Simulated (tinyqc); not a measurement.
What moves the results: Gamma, L and X subbands of a thin body with non-parabolic valleys. A value that a table varies takes the place of the one given here.

Hard walls, flat band, c = hbar^2/2m0, energies from the bulk Gamma edge. For a valley at angle theta to the normal 1/m_z = cos^2/ml + sin^2/mt and m_d = sqrt(ml mt^2/m_z). Subband n starts at E_v + e with e (1 + a e) = c (n pi/t)^2/m_z, and its density-of-states mass is taken as m_d (1 + 2 a e), without further growth at higher in-plane energy. Groups are named by valley and degeneracy.

n_i = g m/(2 pi c) kB T ln(1 + exp((EF - E_i)/kB T)), sum n_i = Ns (1e12/cm^2 = 1e-4/angstrom^2), c = hbar^2/2m0. Quantum capacitance Cq = 1602.176634 sum g m/(2 pi c) f_i in microfarad/cm^2 with f_i = 1/(1 + exp((E_i - EF)/kB T)); Cox = 34.5313/eot (one gate); C/Cox = Cq/(Cq + Cox), the centroid term left out.

Constants: hbar^2/2m0 = 3.80998211 eV angstrom^2; kB = 8.617333262e-05 eV/K.

Inputs chosen for the exercise (near those of a thin Ge channel; not measured data):
- face = 100 (surface)
- mG = 0.038 m0 (Gamma mass)
- aG = 1.02 1/eV (Gamma non-parabolicity)
- EL = -0.167 eV (L edge above Gamma)
- mL = (1.567, 0.079) m0 (L valleys (four, along <111>): ml, mt)
- EX = 0.019 eV (X edge above Gamma)
- mX = (0.885, 0.193) m0 (Delta valleys (six, along <100>): ml, mt)
- aS = 0.37 1/eV (non-parabolicity of L and X)
- Ns = 2.4 x 1e12/cm^2 (sheet density)
- T = 300 K (temperature)
- eot = 8 angstrom (equivalent oxide thickness)
- ts = (20, 26, 34, 45, 60, 85, 130) angstrom (thicknesses)
- t = 78 angstrom (body thickness)
- Nl = (0.5, 1, 2, 4, 7, 11, 16) x 1e12/cm^2 (sheet densities)

## Thinning the body

Lowest edge of each valley type, the lowest group, the Gamma share and C/Cox, with n = 1 to 8 of all groups.

Results:
```
t (angstrom)  Gamma (eV)  L (eV)  X (eV)  lowest  Gamma share (%)  C/Cox
20                 1.142   0.488   0.121      X2              0.0  0.727
26                 0.804   0.250   0.080      X2              0.0  0.727
34                 0.549   0.090   0.055      X2              0.0  0.761
45                 0.358  -0.015   0.040      L4              0.0  0.761
60                 0.224  -0.079   0.031      L4              0.0  0.760
85                 0.122  -0.123   0.025      L4              0.0  0.759
130                0.055  -0.148   0.022      L4              0.0  0.762
```

From 130 down to 20 angstrom Gamma rises by 1.09 eV, L by 0.64 and X by 0.10 eV, the light Gamma mass moving most. The lowest group changes from L4 to X2 between 45 and 34 angstrom. The Gamma share stays near 0 %. C/Cox is 0.76 and 0.73 at the ends and lies between 0.73 and 0.76. Hard walls overstate the rise in the thinnest rows.

## Raising the sheet density

Fixed thickness, n = 1 to 8 of all groups; the gate overdrive above the lowest edge is (EF - E_lowest)/e + 0.1602177 Ns/Cox in volts.

Results:
```
Ns (1e12/cm^2)  EF - lowest (eV)  Gamma share (%)     Cq  C/Cox  overdrive (V)
0.5                       -0.084              0.0   3.04  0.413         -0.066
1.0                       -0.066              0.0   5.97  0.580         -0.029
2.0                       -0.047              0.0  11.51  0.727          0.027
4.0                       -0.027              0.0  21.42  0.832          0.122
7.0                       -0.009              0.0  33.78  0.887          0.251
11.0                       0.007              0.0  46.57  0.915          0.415
16.0                       0.022              0.0  58.27  0.931          0.616
```

The lowest subband is L4 n=1; the light Gamma level lies 257 meV above it, above that valley in the bulk already and lifted further by confinement. At the highest density band filling takes 0.022 V of the 0.616 V overdrive. Cq grows from 3.0 to 58.3 microfarad/cm^2 while EF moves from -0.084 to +0.022 eV against the lowest edge; the Gamma share stays near 0 %.

## What each parameter does

n = 1 to 8 of all groups. Each row changes one parameter from the base and keeps the others.

Results:
```
case                  lowest edge (eV)  EF (eV)  Gamma share (%)  C/Cox
base                            -0.115   -0.156              0.0  0.759
t = 72 angstrom                 -0.106   -0.147              0.0  0.759
mG = 0.0437 m0                  -0.115   -0.156              0.0  0.759
aG = 0.71 1/eV                  -0.115   -0.156              0.0  0.759
EL = -0.117 eV                  -0.065   -0.107              0.0  0.760
Ns = 3.6 x 1e12/cm^2            -0.115   -0.144              0.0  0.819
eot = 6 angstrom                -0.115   -0.156              0.0  0.703
T = 250 K                       -0.115   -0.145              0.0  0.788
```

The largest shifts from the base row, up to three for each result and ties (the steps differ in size, so this ranks the rows, not the parameters). lowest edge (eV): EL +0.050, t +0.009; unchanged at the printed digits by mG, aG, Ns, eot and T. EF (eV): EL +0.049, Ns +0.012, T +0.011; unchanged at the printed digits by mG, aG and eot. Gamma share (%): unchanged at the printed digits by t, mG, aG, EL, Ns, eot and T. C/Cox: Ns +0.060, eot -0.056, T +0.029; unchanged at the printed digits by t, mG and aG.

(tinyqc, `OMP_NUM_THREADS=1 python tinyqc.py 1250378 1250379 out.jsonl`, Intel(R) Xeon(R) Processor @ 2.30GHz, 1 thread, shared host, about 0.03 s.)
